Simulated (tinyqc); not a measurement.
From voltage V back to layer thickness t: four-point probe, van der Pauw, Hall and spreading-resistance readings of a semiconductor layer. Computed by tinyqc, a small Python program. Command: `OMP_NUM_THREADS=1 python tinyqc.py 3111140 3111141 out.jsonl probe inv`. One thread of a shared host (Intel(R) Xeon(R) Processor @ 2.30GHz), about 0.02 s of CPU time with the checks.

The layer is uniform and ohmic; contacts are points unless a radius is given.

Inputs (values chosen for the exercise, modelled on p-type silicon):
```
quantity             value        unit
carrier density n  2.5e+18      1/cm^3
drift mobility mu     73.9  cm^2/(V s)
probe spacing s      1.588          mm
current I              0.6          mA
```

Backing of the layer: insulating.

Constants: e = 1.602176634e-19 C.

Method:
- rho = 1/(e n mu); R_s = rho/t.
- Collinear probes with equal spacing on a layer with insulating backing: images at depth 2 m t give V = (rho I/(2 pi s)) G, G = 1 + 4 sum_(m>=1) [1/sqrt(1 + (2 m u)^2) - 1/sqrt(4 + (2 m u)^2)], u = t/s; the sum runs to m = 20000, with the tail 3/(32 u^3 M^2) added to the sum for M = 20000.
- Limits: thick, rho = 2 pi s V/I; thin on an insulator, rho = (pi/ln 2) t V/I.

Task: A run gave the result below. Find the layer thickness t, known to lie between 1500 and 4300 micrometre.

voltage V = 0.02273645 mV

Result:

Each step takes the trial c = (a f_b - b f_a)/(f_b - f_a), f being the result less the target and a, b, c the logarithms of the listed values; c replaces end b, the old b replaces a if the sign of f changed, and otherwise f_a is halved.

Scan of the range:
```
layer thickness t (micrometre)  voltage V (mV)
1500                                 0.0318725
1790                                 0.0281993
2130                                 0.0255802
2540                                 0.0237271
3030                                 0.0224767
3610                                 0.0216648
4300                                 0.0211467
```

False position (Illinois rule, in the logarithm of the input) inside the bracket:
```
step    end a    end b    trial  voltage V (mV)
1     2540.00  3030.00  2920.97       0.0226955
2     2540.00  2920.97  2889.96       0.0227629
3     2920.97  2889.96  2902.10       0.0227362
4     2889.96  2902.10  2902.00       0.0227364
5     2889.96  2902.00  2902.00       0.0227365
6     2902.00  2902.00  2902.00       0.0227364
```

Voltage V falls at every point of a 13-point scan of the range (every second point is shown), so one value fits; it is bracketed by 2540 and 3030. Answer: layer thickness t = 2902 micrometre.
